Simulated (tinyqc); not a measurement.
Rutherford backscattering from a thin compound film on silicon: kinematics, yields, composition and thickness: one step, computed by the program tinyqc. Command: `OMP_NUM_THREADS=1 python tinyqc.py 3013311 3013312 out.jsonl rbs walk`. One thread of a shared host (Intel(R) Xeon(R) Processor @ 2.30GHz), about 0.01 s of CPU time with the checks.

Singly charged helium ions (Z1 = 2, M1 = 4.0026 u) enter at the tilt angle a1 to the normal and leave at a2 = |180 - theta - tilt| in the same plane. The film is A B_x.

Task: Yields. Rutherford cross section in the laboratory frame: sigma = (Z1 Z e^2/(4 pi eps_0 4E))^2 (4/sin^4 theta) (r + cos theta)^2/r, r = sqrt(1 - (M1 sin theta/M)^2), times the screening factor 1 - 0.049 Z1 Z^(4/3)/E (E in keV); 1 angstrom^2 = 1e8 barn. Counts = (charge/e) x solid angle x sigma(E_mean) x areal density of the element/cos a1, E_mean = E0 - half the energy lost on the way in; 1 barn = 1e-24 cm^2. The ratio of areas returns x = (Y_B/Y_A)(sigma_A/sigma_B), with the counting error sqrt(1/Y_A + 1/Y_B).

Inputs (values chosen for the exercise, modelled on a helium beam on TaN): beam energy E0 = 1.6 MeV; scattering angle theta = 165 degrees; tilt of the sample = 30 degrees; heavy element: Z_A = 73; heavy element: mass M_A = 180.9 u; light element: Z_B = 7; light element: mass M_B = 14 u; atoms of B per atom of A, x = 1.06; collected charge = 31 microcoulomb; detector solid angle = 1.9 msr.

energy lost on the way in = 66.61457 keV

areal density N d = 748 1e15 atoms/cm^2

Constants: e^2/(4 pi eps_0) = 14.39964548 eV angstrom; e = 1.602176634e-19 C.

Give: cross sections; counts; ratio of areas Y_B/Y_A; counting error of x without background.

Result:

cross sections (barn/sr): A 11.41, B 0.09

counts: A 1.759e+06, B 1.482e+04

ratio of areas Y_B/Y_A = 0.008426

counting error of x without background = 0.8248 %

The cross sections differ by 125.8, near (Z_A/Z_B)^2 = 108.8. The signal of B lies below the silicon edge, on the substrate background, so its real error is larger unless the substrate is channelled.
